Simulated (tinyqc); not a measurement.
Free and nearly free electrons in a metal, step by step. Values are carried at full precision from step to step, so a last printed digit may differ when a step is redone from the rounded ones.

The cubic cell holds 2 atoms: n = 2 z/a^3, kF = (3 pi^2 n)^(1/3), EF = c kF^2/m, vF = 2 c kF/(m hbar), c = hbar^2/2m0; rs = (3/(4 pi n))^(1/3)/a0; D(EF) = 3 n/(2 EF).

Constants: hbar^2/2m0 = 3.80998211 eV angstrom^2; hbar = 6.58211957e-16 eV s; a0 (Bohr radius) = 0.5291772105 angstrom; kB = 8.617333262e-05 eV/K.

Values chosen for the exercise (near those of W, whose d bands this model ignores; shifted at random, so the results belong to these values and not to a real crystal):
```
symbol  value  unit          meaning
a       3.159  angstrom      bcc lattice constant
z       2                    free electrons an atom
m       1      m0            mass
rho     5.64   micro-ohm cm  bulk resistivity
T       320    K
V       0.76   eV            |V_G| for G = (110)
x       0.88                 k along G as a share of |G|/2
```

## The Fermi sphere

Evaluate the free-electron quantities.

n = 0.12689 1/angstrom^3
kF = 1.5546 1/angstrom
EF = 9.208 eV
vF = 1.800e+06 m/s
rs = 2.333
D(EF) per atom = 0.3258 1/eV

## Relaxation time and mean free path

Drude: 1/rho = n e^2 tau/(m m0) with e = 1.602176634e-19 C and m0 = 9.1093837e-31 kg; mean free path l = vF tau; rho l = hbar kF/(n e^2) = 12 pi^3 hbar/(e^2 S) with S = 4 pi kF^2 does not depend on tau or m.

Use SI units: n in 1/m^3 (1e30 per 1/angstrom^3), rho in ohm m (1e-8 per micro-ohm cm).

tau = 4.96 fs
l = 8.92 nm
rho l = 5.033 1e-16 ohm m^2

Wires lose conductivity to surfaces and grain boundaries, with an excess that scales as rho l over the width and is of the order of rho itself at a width of l = 9 nm. For a transition metal free electrons can miss l and rho l by a factor of two.

## Thermal quantities

gamma = (pi^2/3) kB^2 D(EF) per atom, times 96485.33 x 1e3 for mJ/(mol K^2); mu(T) = EF (1 - (pi kB T/EF)^2/12); Wiedemann-Franz kappa = L0 T/rho with L0 = (pi^2/3) (kB/e)^2, kB/e in V/K.

gamma = 0.768 mJ/(mol K^2)
mu - EF = -0.0679 meV
kappa = 139 W/(m K)

The d states at EF, left out, make the measured gamma larger.

## The sphere against the zone faces

Take G = (hkl) 2 pi/a for (110), (200) and (211), with the number of equivalent faces. The Bragg plane of G lies at |G|/2 with |G| = (2 pi/a) sqrt(h^2 + k^2 + l^2). Where kF exceeds it, the sphere cuts the plane in a circle of radius sqrt(kF^2 - G^2/4).

Distance and circle for each G:
```
G      faces  |G|/2 (1/angstrom)  kF/(|G|/2)  circle radius
(110)     12              1.4064      1.1053         0.6623
(200)      6              1.9890      0.7816              -
(211)     24              2.4360      0.6382              -
```

The sphere crosses the (110) faces, so electrons spill into higher zones.

## Two plane waves near the face

Two plane waves k and k - G, G = (110) (2 pi/a): H = [[c k^2/m, V], [V, c (k - G)^2/m]] with c = hbar^2/2m0.

Build H for k along G, diagonalise, and give the weight of the first wave in the lower state and its velocity along G relative to a free electron, (w k + (1 - w)(k - G))/k.

H (eV):
```
        1       2
1  5.8360  0.7600
2  0.7600  9.4534
```

levels (eV): 5.6829  9.6066

w = 0.9610
v/v_free = 0.9113

The splitting is 3.924 eV here and 2V = 1.52 eV on the face, where the normal velocity vanishes. There the lower band lies at 6.776 eV and the upper at 8.296 eV, both below the free EF of 9.208 eV: the face centre is filled in both bands and band 2 holds electrons here, while band 1 may keep holes at the zone corners.

## Checks

- Lower level against the closed form of the 2 x 2 problem (eV): both 5.6829.
- The product rho l against hbar kF/(n e^2) (1e-16 ohm m^2): both 5.033.

Run: tinyqc, `OMP_NUM_THREADS=1 python tinyqc.py 1652237 1652238 out.jsonl`; Intel(R) Xeon(R) Processor @ 2.30GHz, one thread, shared host; about 0.01 s of CPU time with all checks.
